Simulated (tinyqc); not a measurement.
Inside a calculation. Model: precursor delivery and alloy composition in metal-organic vapour-phase epitaxy. Computed by tinyqc, a small Python program that keeps every step. Command: `OMP_NUM_THREADS=1 python tinyqc.py 3027427 3027428 out.jsonl movpe walk`. One thread of a shared host (Intel(R) Xeon(R) Processor @ 2.30GHz), about 0.01 s of CPU time with the checks. Intermediate numbers are printed to about 7 digits and carried at full precision; extremes and crossings named in words are read from the listed rows.

Carrier gas leaves each bubbler saturated. Group-III species cross a boundary layer and react at the surface; element 2 can also desorb. The film is (1)_(1-x) (2)_x V with a zinc-blende cell.

Inputs (values chosen for the exercise, close to those used for InGaAs from TMGa and TMIn):

| quantity | value | unit |
|---|---|---|
| source 1: a in log10(p/torr) = a - b/T | 8.07 | - |
| source 1: b | 1703 | K |
| source 1: bath temperature | -2 | C |
| source 1: carrier flow | 53 | sccm |
| source 2: a | 10.52 | - |
| source 2: b | 3014 | K |
| source 2: bath temperature | 28 | C |
| source 2: carrier flow | 52 | sccm |
| bubbler pressure p_b | 1000 | torr |
| group-V hydride flow | 62 | sccm |
| total flow | 18 | slm |
| reactor pressure p | 75 | torr |
| diffusivity D0 at 273.15 K and 760 torr | 0.35 | cm^2/s |
| boundary layer delta | 1.6 | cm |
| prefactor of the surface rate k_s | 5.8e+13 | cm/s |
| energy of k_s | 1.89 | eV |
| prefactor of the loss of element 2 | 6.6e+15 | layers/s |
| energy of the loss | 3.18 | eV |
| lattice constant a | 5.75 | angstrom |
| growth temperature T | 660 | C |

Constants: k_B = 1.380649e-23 J/K; k_B = 8.617333262e-05 eV/K.

## Molar flows

Temperatures in kelvin are T(C) + 273.15. Vapour pressure p_v = 10^(a - b/T); precursor flow = carrier flow x p_v/(p_b - p_v); 1 sccm = 44.615 micromol/min; V/III = hydride flow over the sum of both; gas share x_g = F2/(F1 + F2).

vapour pressures (torr): source 1 61.56637, source 2 3.248617

molar flows (micromol/min): F1 155.1303, F2 7.561290

V/III ratio = 17.00229

gas share x_g = 0.04647621

The slope of F2 with the temperature of bath 2 is b ln(10)/T^2 x p_b/(p_b - p_v) = 7.7 % per kelvin.

## Transport to the surface

Partial pressure p_i = p F_i/(44615 x total flow in slm); density n_i = p_i/(k_B T), 1 torr = 133.322 Pa; D = D0 (T/273.15)^1.75 (760/p), h = D/delta, the same for both; k_s = prefactor x exp(-energy/(k_B T)); arrival J_i = n_i/(1/h + 1/k_s); in layers per second g_i = J_i a^2/2 (two group-III sites per a^2 on (001)).

densities (1/cm^3): n1 1.499242e+14, n2 7.307534e+12

h = 19.02888 cm/s

k_s = 3596.434 cm/s

arrival rates (layers/s): g1 4.691361, g2 0.2286641

Growth is transport-limited.

## Composition and growth rate

Loss of element 2 is r x with r = prefactor x exp(-energy/(k_B T)). Then x = (g2 - r x)/(g1 + g2 - r x), or r x^2 - (g1 + g2 + r) x + g2 = 0, smaller root; growth rate G = g1/(1 - x) layers/s; one layer is a/2 thick, 1 angstrom/s = 0.36 um/h. Distribution coefficient = [x/(1 - x)]/[x_g/(1 - x_g)], x_g = g2/(g1 + g2).

loss rate r = 0.04414953 layers/s

solid share x = 0.04608175

growth rate G = 5.090121 um/h

distribution coefficient = 0.9911027

Desorption is negligible, so the solid copies the gas. Caution: the lattice constant is held fixed as x changes, delta does not respond to the flow, both precursors share one D and k_s, and gas-phase side reactions are left out.

## Three regimes over temperature

The formulas are those given above.

Growth:

| T (C) | k_s/h | r (layers/s) | x | G (um/h) |
|---|---|---|---|---|
| 450 | 3.206187e-01 | 4.544464e-07 | 0.04647619 | 1.026523 |
| 500 | 2.027698e+00 | 1.232294e-05 | 0.04647602 | 2.977312 |
| 550 | 1.017933e+01 | 2.237847e-04 | 0.04647379 | 4.242751 |
| 600 | 4.222198e+01 | 2.915700e-03 | 0.04644811 | 4.757444 |
| 650 | 1.493050e+02 | 2.876620e-02 | 0.04621603 | 5.042810 |
| 700 | 4.614523e+02 | 2.243186e-01 | 0.04459953 | 5.261102 |
| 750 | 1.271668e+03 | 1.431094e+00 | 0.03687768 | 5.426241 |
| 800 | 3.175893e+03 | 7.682036e+00 | 0.01959700 | 5.527407 |
| 850 | 7.284338e+03 | 3.550634e+01 | 0.00644811 | 5.644762 |

G peaks at 850 C among these rows. Between the first rows the apparent energy is 1.03 eV, against 1.89 eV for k_s, as control is already mixed; k_s passes h between 450 and 500 C, well above which G depends weakly on T until desorption sets in. Among these rows x stays within 2 % of x_g up to 650 C and then falls, to 0.0064 in the last row, as element 2 desorbs. Caution: in these rows, too, a is fixed and both precursors share one D and k_s.

Checks made by the program: balance of element 2 (relative difference below 1e-10).
